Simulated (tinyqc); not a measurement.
Inside a calculation. Model: undoped gate-all-around wire MOSFET, analytic charge model.

Program tinyqc, `OMP_NUM_THREADS=1 python tinyqc.py 2460087 2460088 out.jsonl`; Intel Xeon 2.30GHz, shared host, one thread, about 0.02 s. Printed values are rounded.

An undoped round wire of radius R under an insulator shell and a surrounding gate; long channel, electrons only, n = ni exp((psi - V)/Vt) with V the quasi-Fermi potential (0 at the source, Vd at the drain), constant mobility, no quantisation. The radial Poisson equation gives n(r) = n(0)/(1 - (1 - b) r^2/R^2)^2 with b = Q0/(Q + Q0). Q is the electron charge per area of the wire surface.

Parameters, values chosen for the exercise; material values close to those of silicon:
- T = 325 K (temperature)
- Eg = 1.12 eV (band gap)
- eps_r = 11.5 (relative permittivity of the semiconductor)
- Nc = 3.21e19 cm^-3 (conduction-band density of states at T)
- Nv = 2.98e19 cm^-3 (valence-band density of states at T)
- eox = 3.79 (relative permittivity of the gate insulator)
- tox = 3.4 nm (insulator thickness)
- R = 20 nm (wire radius)
- dphi = 0 V (gate work function less that of the intrinsic body)
- mu = 290 cm^2/(V s) (channel mobility)
- L = 1 um (gate length)
- Vg = 1.02 V (gate voltage)
- Vd = 0.8 V (drain voltage)

Constants: q = 1.602176634e-19 C, kB = 1.380649e-23 J/K, Vt = kB T/q, eps0 = 8.8541878128e-14 F/cm where lengths are in cm. Results are converted to the units shown.

Range of the model: The surface density at the source passes 0.3 Nc, where Boltzmann statistics fail.

## Constants of the wire

ni = sqrt(Nc Nv) exp(-Eg/(2 Vt)), Eg in volts; Cox = eps0 eox/(R ln(1 + tox/R)); Q0 = 4 eps0 eps_r Vt/R; V0 = dphi + Vt ln[8 eps0 eps_r Vt/(q ni R^2)].

ni = 6.40376e10 cm^-3
Cox = 1.06868 uF/cm^2
Q0 = 57.0339 nC/cm^2
V0 = 0.434964 V

## Iteration 1: charge at the source by Newton steps in y = ln(Q/Q0)

y at the start = 1

With V = 0 and Q = Q0 exp(y): f = Q/Cox + Vt y + Vt ln(1 + Q/Q0) - (Vg - V0); df/dy = Q/Cox + Vt (1 + Q/(Q + Q0)); y(new) = y - f/(df/dy).

Q = 155.034 nC/cm^2
f = -0.375180 V
df/dy = 0.193551 V
y after iteration 1 = 2.93840

## Iteration 2: charge at the source by Newton steps in y = ln(Q/Q0)

As before.

Q = 1077.12 nC/cm^2
f = 0.588893 V
df/dy = 1.06250 V
y after iteration 2 = 2.38415

## Course of the iteration: charge at the source by Newton steps in y = ln(Q/Q0)

Stop when y changes by less than 1e-11, or after 60 iterations.

Course of the iteration:
```
iteration        y  |change|
1          2.93840      1.94
2          2.38415     0.554
3          2.17865     0.205
4          2.15678    0.0219
5          2.15656   2.19e-4
6          2.15656   2.16e-8
7          2.15656         0
```

Converged in 7 iterations. At the end the number of correct digits about doubles with each step.

## Drain current and line charge

Qs = 492.849 nC/cm^2
Qd = 0.0264304 nC/cm^2

Q solves Vg - V0 - V = Q/Cox + Vt ln(Q/Q0) + Vt ln(1 + Q/Q0). I = mu (2 pi R/L)[2 Vt (Qs - Qd) + (Qs^2 - Qd^2)/(2 Cox) + Vt Q0 ln((Qd + Q0)/(Qs + Q0))], with Qs at V = 0 and Qd at V = Vd. Electrons per length at the source: 2 pi R Qs/q; surface over centre density: (1 + Qs/Q0)^2.

first term = 1.00597 uA
second term = 4.14150 uA
third term = -0.131880 uA
I = 5.01558 uA
electrons per length = 3.86557 1/nm
surface over centre density = 92.9553

The square-law term makes up 82.6 % of the current.
